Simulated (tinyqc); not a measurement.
# Undoped symmetric double-gate MOSFET, analytic potential model, step by step

Program tinyqc, `OMP_NUM_THREADS=1 python tinyqc.py 2440012 2440013 out.jsonl`; Intel Xeon 2.30GHz, shared host, one thread, about 0.02 s. Printed values are rounded.

An undoped body of thickness ts between two equal insulators and tied gates; long channel, electrons only, n = ni exp((psi - V)/Vt) with V the quasi-Fermi potential (0 at the source, Vd at the drain), constant mobility, no quantisation. Across the body psi(x) = V - 2 Vt ln[(ts/(2 beta)) sqrt(q ni/(2 eps0 eps_r Vt)) cos(2 beta x/ts)], x from the centre. Q is the electron charge per area of the whole body.

Parameters, values chosen for the exercise; material values close to those of germanium: temperature T = 400 K; band gap Eg = 0.65 eV; relative permittivity of the semiconductor eps_r = 15.7; conduction-band density of states at T Nc = 1.62e19 cm^-3; valence-band density of states at T Nv = 9.36e18 cm^-3; relative permittivity of the gate insulator eox = 3.82; insulator thickness tox = 2.1 nm; body thickness ts = 8 nm; gate work function less that of the intrinsic body dphi = 0.23 V; channel mobility mu = 130 cm^2/(V s); gate length L = 0.5 um; gate voltage Vg = 1.15 V; drain voltage Vd = 0.3 V.

Constants: q = 1.602176634e-19 C, kB = 1.380649e-23 J/K, Vt = kB T/q, eps0 = 8.8541878128e-14 F/cm where lengths are in cm. Results are converted to the units shown.

Range of the model: The surface density at the source passes 0.3 Nc, where Boltzmann statistics fail.

## Constants of the body

ni = sqrt(Nc Nv) exp(-Eg/(2 Vt)), Eg in volts; r = eps_r tox/(eox ts); V0 = dphi + 2 Vt ln[(2/ts) sqrt(2 eps0 eps_r Vt/(q ni))].

ni = 9.89864e14 cm^-3
r = 1.07886
V0 = 0.513910 V

## Iteration 1: beta at the source by Newton steps

beta at the start = 1.5

With V = 0: f = ln(beta) - ln(cos beta) + 2 r beta tan(beta) - (Vg - V0)/(2 Vt); f' = 1/beta + tan(beta) + 2 r [tan(beta) + beta/cos^2(beta)]; beta(new) = beta - f/f'.

f = 39.4678
f' = 692.026
beta after iteration 1 = 1.44297

## Iteration 2: beta at the source by Newton steps

As before.

f = 17.4238
f' = 216.847
beta after iteration 2 = 1.36262

## Course of the iteration: beta at the source by Newton steps

Stop when beta changes by less than 1e-11, or after 40 iterations. beta must stay between 0 and pi/2.

Course of the iteration:
```
iteration     beta  |change|
1          1.44297    0.0570
2          1.36262    0.0804
3          1.28479    0.0778
4          1.24776    0.0370
5          1.24277   4.99e-3
6          1.24270   7.22e-5
7          1.24270   1.47e-8
8          1.24270   < 1e-14
```

Converged in 8 iterations. At the end the number of correct digits about doubles with each step.

## Charges and drain current

beta_s = 1.24270
beta_d = 1.06123

beta (between 0 and pi/2) solves (Vg - V0 - V)/(2 Vt) = ln(beta) - ln(cos beta) + 2 r beta tan(beta). Q = 8 eps0 eps_r Vt beta tan(beta)/ts; I = mu (1/L)(4 eps0 eps_r/ts)(2 Vt)^2 [g(beta_s) - g(beta_d)] per width, g = beta tan(beta) - beta^2/2 + r beta^2 tan^2(beta), with beta_s at V = 0 and beta_d at V = Vd.

Qs = 1749.27 nC/cm^2
Qd = 910.015 nC/cm^2
g(beta_s) = 17.2571
g(beta_d) = 5.22743
I = 103.317 uA/um

The term r beta^2 tan^2(beta), which gives the square law, makes up 83.3 % of g at the source.

## Potential and electron density across the body at the source

x/ts, point 0 to 6: [0, 0.1, 0.2, 0.3, 0.4, 0.45, 0.5]

psi(x) as above with V = 0 and beta = beta_s; n = ni exp(psi/Vt).

```
point   psi (V)   n (cm^-3)
0      0.298889  5.77314e18
1      0.301041  6.14498e18
2      0.307782  7.47231e18
3      0.320145  1.06962e19
4      0.340706  1.94217e19
5      0.355943  3.02174e19
6      0.376959  5.55961e19
```

The density at the surface is 9.63 times that at the centre (1/cos^2 beta). It reaches 3.4 Nc, where Boltzmann statistics overestimate it.
